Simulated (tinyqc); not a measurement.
Ellipsoidal valleys in the axes of a wafer and a channel: sweeps and comparisons. A value that a table varies takes the place of the one given here.

Valleys with axes a along x, y and z, two valleys each; inverse mass tensor w = 1/mt + (1/ml - 1/mt) a a. Device axes: z = nz/|nz|, x = nx/|nx|, y = z cross x; in them a = (ax, ay, az). Confinement mass mz = 1/w_zz. In the plane w_ij is replaced by u_ij = w_ij - w_iz w_jz/w_zz (i, j = x, y); density-of-states mass md = 1/sqrt(det u); conductivity mass along x mc = 1/u_xx; ballistic transport mass mx = u_yy/det u, width mass my = 1/u_yy.

Hard walls: E_n = c (n pi/t)^2/mz, c = hbar^2/2m0, n = 1, 2, 3. Non-degenerate share of a valley proportional to md sum_n exp(-E_n/kT); mean 1/mc = sum of share/mc. 1 nm = 10 angstrom.

Constants: hbar^2/2m0 = 3.80998211 eV angstrom^2; kB = 8.617333262e-05 eV/K.

Values chosen for the exercise (near those of the Delta valleys of Si; the results hold for these values, not for the real material): ml = 0.918 m0 (longitudinal mass); mt = 0.195 m0 (transverse mass); t = 8.9 nm (thickness of the film); T = 300 K (temperature); nz = (1, 1, 0) (surface normal (confinement)); nx = (1, -1, 1) (channel direction).

## Wafer and channel orientation

For each face/channel: the lowest ladder (mz, number of valleys, md, E1, share) and the mean conductivity mass over all valleys.

Results:
```
face/channel     mz  valleys     md  E1 (meV)  share  mean mc
(100)/[011]   0.918        2  0.195       5.2  0.444   0.2496
(113)/[1-10]  0.548        2  0.252       8.7  0.415   0.2594
(110)/[001]   0.322        4  0.329      14.8  0.717   0.2509
(001)/[110]   0.918        2  0.195       5.2  0.444   0.2496
(111)/[11-2]  0.264        6  0.363      18.0  1.000   0.3028
(210)/[001]   0.527        2  0.257       9.0  0.412   0.2503
(111)/[1-10]  0.264        6  0.363      18.0  1.000   0.3028
```

How do the results move?

The mean conductivity mass is lowest, 0.2496, for (100)/[011] and (001)/[110] and highest, 0.3028, for (111)/[11-2] and (111)/[1-10]; the bulk value is 0.2644. The confinement energy is lowest on the face with the heaviest mz ((100), 5 meV). The density of states of the lowest ladder, valleys times md, runs between 0.390 and 2.180; a small value limits the charge through the quantum capacitance.

## Thickness of the film

Share of the lowest ladder and mean conductivity mass.

Results:
```
t (nm)  lowest E1 (meV)  spread of E1 (meV)  share of the lowest ladder  mean mc
2.0               292.2               189.8                       1.000   0.3439
3.0               129.9                84.4                       0.976   0.3415
4.0                73.1                47.5                       0.907   0.3346
5.0                46.8                30.4                       0.835   0.3277
7.0                23.9                15.5                       0.749   0.3198
10.0               11.7                 7.6                       0.707   0.3161
14.0                6.0                 3.9                       0.687   0.3144
```

What can be read from the table?

The spread falls as 1/t^2 and passes kT = 25.9 meV between t = 5 and 7 nm; the share of the lowest ladder goes from 1.000 to 0.687 and the mean mass goes from 0.3439 to 0.3144, against 0.3126 for equal shares, the limit of a thick film (the bulk value 3/(1/ml + 2/mt) is 0.2644; the two differ since axes are tilted in the x-z plane and in a quantised film no valley carries current across it; once scattering blurs the subbands the bulk value returns). Three subbands a valley become too few once E3 nears kT. In the thinnest rows E1 (292 meV) is beyond the parabolic range.

## What each parameter does

Lowest E1, its share and the mean conductivity mass. Each row changes one parameter from the base and keeps the others.

Results:
```
case           lowest E1 (meV)   share  mean mc (m0)
base                     14.76  0.7171        0.3170
ml = 0.826 m0            15.05  0.7157        0.3082
mt = 0.176 m0            16.07  0.7237        0.2942
t = 9.79 nm              12.20  0.7091        0.3163
T = 270 K                14.76  0.7225        0.3175
```

What can be read from the table?

The largest shifts from the base row, up to three for each result and ties (the steps differ in size, so this ranks the rows, not the parameters). lowest E1 (meV): t -2.56, mt +1.31, ml +0.29; unchanged at the printed digits by T. share: t -0.0081, mt +0.0066, T +0.0053. mean mc (m0): mt -0.0228, ml -0.0088, t -0.0007.

Program tinyqc; command `OMP_NUM_THREADS=1 python tinyqc.py 1881144 1881145 out.jsonl`; about 0.01 s on one thread of a shared Intel(R) Xeon(R) Processor @ 2.30GHz.
